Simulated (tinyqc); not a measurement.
Field length and prefactor from two substrate currents.

Problem. For Em = (Vd - Vdsat)/l, Isub/Id = (Ai/Bi)(Vd - Vdsat) exp(-Bi l/(Vd - Vdsat)), and l = sqrt(3 tox xj). Find l, Ai and xj.

Parameters, values chosen for the exercise: oxide thickness tox = 5.3 nm; ionisation field Bi = 1.81 MV/cm.

Isub/Id at Vd - Vdsat = 1.5 and 2 V: 0.0322852147  0.115226446

Answer. ln[Isub/(Id (Vd - Vdsat))] is linear in 1/(Vd - Vdsat) with slope -Bi l.

l = 32.6 nm
Ai = 2.00e6 1/cm
xj = 67.0 nm

Computed by the program tinyqc: `OMP_NUM_THREADS=1 python tinyqc.py 2550049 2550050 out.jsonl`, one thread of a shared Intel Xeon 2.30GHz, about 0.01 s for the whole run.
